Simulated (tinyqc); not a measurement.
Worked calculation: Hubbard ring of 4 sites. Computed by tinyqc, a small Python program that keeps every step. Settings: hopping = 1.57, U = 0.6, mixing = 1, iteration cap = 68. Command: `OMP_NUM_THREADS=1 python tinyqc.py 28634 28635 out.jsonl` (the two numbers bound the seeds that draw the settings). One thread of a shared host (Intel(R) Xeon(R) Processor @ 2.60GHz), about 0.2 s of CPU time with the checks. Later iterations appear only in the table of the cycle.

## Mean-field iteration 1

one-body matrix (hopping and site energies) (eV), lower triangle:
```
         1        2        3       4
1  -0.7200
2  -1.5700   0.8600
3   0.0000  -1.5700  -0.7400
4  -1.5700   0.0000  -1.5700  0.5400
```

U = 0.6000 eV

electrons, up and down: 1  1

mixing = 1

n(up) at the start (a guess, not normalised): 1 0.5500, 2 0.0000, 3 0.5500, 4 0.0000

n(down) at the start (a guess): 1 0.0000, 2 0.5500, 3 0.0000, 4 0.5500

H(up) = T + U n(down), H(down) = T + U n(up); fill the lowest levels; n(new) = n + mixing (n(out) - n); E = tr T (rho up + rho down) + U sum n_up n_down of the output.

levels, up (eV): -3.1133  -0.7300  1.0254  3.4178

levels, down (eV): -3.0407  -0.4000  0.6972  3.3435

energy = -6.3106 eV

n(up) after iteration 1: 1 0.3144, 2 0.1688, 3 0.3197, 4 0.1970

n(down) after iteration 1: 1 0.2904, 2 0.1896, 3 0.2949, 4 0.2251

## Mean-field iteration 2

As before.

levels, up (eV): -3.0821  -0.5544  0.8213  3.3552

levels, down (eV): -3.0790  -0.5397  0.8066  3.3522

energy = -6.3186 eV

n(up) after iteration 2: 1 0.3011, 2 0.1817, 3 0.3053, 4 0.2118

n(down) after iteration 2: 1 0.3001, 2 0.1825, 3 0.3041, 4 0.2133

## Convergence

Each step fills the lowest levels of T + U n(other spin) and sets n(new) = n + mixing (n(out) - n); stop when output and input agree to 1e-8.

Course of the cycle:
```
iteration     E (eV)  largest |n(out) - n(in)|  mean |n_up - n_down|
1          -6.310634                  3.60e-01                0.0244
2          -6.318576                  1.48e-02                0.0011
3          -6.318592                  7.66e-04              5.05e-05
4          -6.318592                  4.21e-05              2.36e-06
5          -6.318592                  3.30e-06              2.02e-07
6          -6.318592                  3.49e-07              2.34e-08
7          -6.318592                  4.42e-08              2.99e-09
8          -6.318592                  6.07e-09              4.06e-10
```

local moments n_up - n_down: 1 0.0000, 2 0.0000, 3 0.0000, 4 0.0000

Converged in 8 iterations. Before convergence this energy mixes input and output and is not variational, so it may rise towards its limit.

## The many-body Hamiltonian

Basis: all placements (u, d, 2, 0 on each site), up operators ordered before down ones; hops carry the sign of the same-spin electrons passed.

H (eV), lower triangle:
```
         2000     ud00     u0d0     u00d     du00     0200     0ud0     0u0d
2000  -0.8400
ud00  -1.5700   0.1400
u0d0   0.0000  -1.5700  -1.4600
u00d  -1.5700   0.0000  -1.5700  -0.1800
du00  -1.5700   0.0000   0.0000   0.0000   0.1400
0200   0.0000  -1.5700   0.0000   0.0000  -1.5700   2.3200
0ud0   0.0000   0.0000  -1.5700   0.0000   0.0000  -1.5700   0.1200
0u0d   0.0000   0.0000   0.0000  -1.5700  -1.5700   0.0000  -1.5700   1.4000
d0u0   0.0000   0.0000   0.0000   0.0000  -1.5700   0.0000   0.0000   0.0000
0du0   0.0000   0.0000   0.0000   0.0000   0.0000  -1.5700   0.0000   0.0000
0020   0.0000   0.0000   0.0000   0.0000   0.0000   0.0000  -1.5700   0.0000
00ud   0.0000   0.0000   0.0000   0.0000   0.0000   0.0000   0.0000  -1.5700
d00u  -1.5700   0.0000   0.0000   0.0000   0.0000   0.0000   0.0000   0.0000
0d0u   0.0000  -1.5700   0.0000   0.0000   0.0000   0.0000   0.0000   0.0000
00du   0.0000   0.0000  -1.5700   0.0000   0.0000   0.0000   0.0000   0.0000
0002   0.0000   0.0000   0.0000  -1.5700   0.0000   0.0000   0.0000   0.0000

         d0u0     0du0     0020     00ud     d00u     0d0u     00du    0002
d0u0  -1.4600
0du0  -1.5700   0.1200
0020   0.0000  -1.5700  -0.8800
00ud  -1.5700   0.0000  -1.5700  -0.2000
d00u  -1.5700   0.0000   0.0000   0.0000  -0.1800
0d0u   0.0000  -1.5700   0.0000   0.0000  -1.5700   1.4000
00du   0.0000   0.0000  -1.5700   0.0000   0.0000  -1.5700  -0.2000
0002   0.0000   0.0000   0.0000  -1.5700  -1.5700   0.0000  -1.5700  1.6800
```

## Exact diagonalisation (16 states)

Lowest levels of the sector, and the double occupancy of the lowest state.

lowest levels (eV): -6.3282  -3.9679  -3.6154  -2.5416  -2.3198  -1.1857

double occupancy per site = 0.0576

The mean-field solution above lies 0.0096 eV above the exact energy.

## The lowest level by Lanczos steps

From a random start vector (not printed): a_j = <q_j|H|q_j>, b_j = norm of the remainder after orthogonalising; the Ritz value is the lowest eigenvalue of the tridiagonal matrix of a and b so far.

Lanczos:
```
j   a_j (eV)  b_j (eV)  lowest Ritz value (eV)
1    -2.3526    3.1736               -2.352642
2    -2.8673    2.6632               -5.794007
3     2.5238    3.0128               -6.255674
4     2.3451    2.6171               -6.317583
5     0.6652    2.3293               -6.326508
6     0.6497    2.7414               -6.327805
7    -0.3253    1.6783               -6.328140
8    -0.5232    2.0749               -6.328178
9     1.5141    1.1907               -6.328182
10    1.6183    2.8839               -6.328182
```
